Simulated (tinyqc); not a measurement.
Current of a Schottky diode by thermionic-emission-diffusion theory, and its read-back from I-V-T and C-V data: one step, computed by the program tinyqc. Command: `OMP_NUM_THREADS=1 python tinyqc.py 3014227 3014228 out.jsonl schottky walk`. One thread of a shared host (Intel(R) Xeon(R) Processor @ 2.30GHz), about 0.01 s of CPU time with the checks.

Full ionisation, no tunnelling, no recombination current. V is the voltage across the junction itself, forward positive.

Task: Current. N_c(T) = N_c (T/300 K)^(3/2); V_bi = phi_0 - (k_B T/e) ln(N_c(T)/N); surface field F = sqrt(2 e N (V_bi - V - k_B T/e)/(eps eps_0)); image lowering d_phi = sqrt(e F/(4 pi eps eps_0)); effective barrier phi = phi_0 - d_phi. Collection velocity v_R = A* T^2/(e N_c(T)); diffusion velocity v_D = mu F; J = e N_c(T) v_R/(1 + v_R/v_D) exp(-phi/k_B T) [exp(e V/k_B T) - 1]. Terminal voltage V + J R_s.

Inputs (values chosen for the exercise, modelled on n-type GaN):

| quantity | value | unit |
|---|---|---|
| Richardson constant A* | 25.6 | A/(cm^2 K^2) |
| effective density of states at 300 K, N_c | 2.3e+18 | 1/cm^3 |
| permittivity eps | 9.7 | - |
| mobility mu | 830 | cm^2/(V s) |
| barrier without image force phi_0 | 1.08 | eV |
| doping N | 3.4e+16 | 1/cm^3 |
| series resistance R_s | 0.082 | milliohm cm^2 |
| junction voltage V | 0.44 | V |
| temperature T | 423 | K |

Barrier: uniform.

Constants: k_B = 8.617333262e-05 eV/K; e = 1.602176634e-19 C; eps_0 = 8.8541878128e-12 F/m.

Give: v_R; v_D; current density J; terminal voltage.

Result:

v_R = 7.4243e+06 cm/s

v_D = 6.1382e+07 cm/s

current density J = 0.24038 A/cm^2

terminal voltage = 0.44002 V

v_D/v_R = 8.27: emission over the barrier limits the current.
